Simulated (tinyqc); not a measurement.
Binding against mu: shallow acceptor in the spherical model (Baldereschi-Lipari), strong spin-orbit limit. Computed by tinyqc, a small Python program. Command: `OMP_NUM_THREADS=1 python tinyqc.py 3008348 3008349 out.jsonl acceptor walk`. One thread of a shared host (Intel(R) Xeon(R) Processor @ 2.30GHz), about 0.01 s of CPU time with the checks.

The 1S(3/2) state has an s envelope f(r) and a d envelope g(r). In effective units they obey -(f'' + 2f'/r + 2f/r) + mu (g'' + 5g'/r + 3g/r^2) = E f and -(g'' + 2g'/r - 6g/r^2 + 2g/r) + mu (f'' - f'/r) = E g. The cubic term, the split-off band and the central cell are left out.

Inputs (values chosen for the exercise, modelled on GaP):
```
quantity,value,unit
Luttinger gamma_1,3.98,-
Luttinger gamma_2,0.5,-
Luttinger gamma_3,1.24,-
dielectric constant eps,11.1,-
```

Constants: Ry = 13.605693123 eV; a_0 = 0.529177210903 angstrom.

Method:
- Ry* = Ry/(gamma_1 eps^2), a* = a_0 eps gamma_1, mu = (6 gamma_3 + 4 gamma_2)/(5 gamma_1), delta = (gamma_3 - gamma_2)/gamma_1; spherical masses 1/(gamma_1 (1 - mu)) (heavy) and 1/(gamma_1 (1 + mu)) (light).
- Basis: f_i = exp(-zeta_i r), g_i = r exp(-zeta_i r), weight r^2 dr, s = zeta_i + zeta_j. S_ff = 2/s^3, H_ff = zeta_i zeta_j S_ff - 2/s^2; S_gg = 24/s^5, H_gg = 8/s^3 + 24 zeta_i zeta_j/s^5 - 12/s^4; H(f_i, g_j) = mu (6 zeta_i^2/s^4 + 2 zeta_i/s^3); S_fg = 0. Each function is normalised by sqrt(S_ii).
- Large basis: zeta_i = 0.08 x 1.55^(i-1), i = 1..20 in each channel; overlap eigenvalues below 1e-11 are dropped.

mu = 0.474372

1S(3/2):
```
mu,binding (Ry*),d weight,binding x (1 - mu)
0.10,1.0091,0.00424,0.90817
0.14,1.0180,0.00832,0.87544
0.28,1.0764,0.03356,0.77498
0.47,1.2540,0.09659,0.66464
0.50,1.2985,0.10979,0.64927
0.80,2.5802,0.29828,0.51604
0.90,4.7683,0.38818,0.47683
0.95,9.1447,0.44002,0.45723
```

What does the comparison show, and why?

The binding grows from 1.009 to 9.14 Ry*, slowly at first (second order in mu), while the d weight rises to 0.44. The last column, the binding in units of the heavy-hole Rydberg, falls to 0.457, towards about 0.44 as mu tends to 1. Caution: gamma_3 and gamma_2 differ by more than 0.17 gamma_1: band warping, left out here, adds several per cent to the binding.
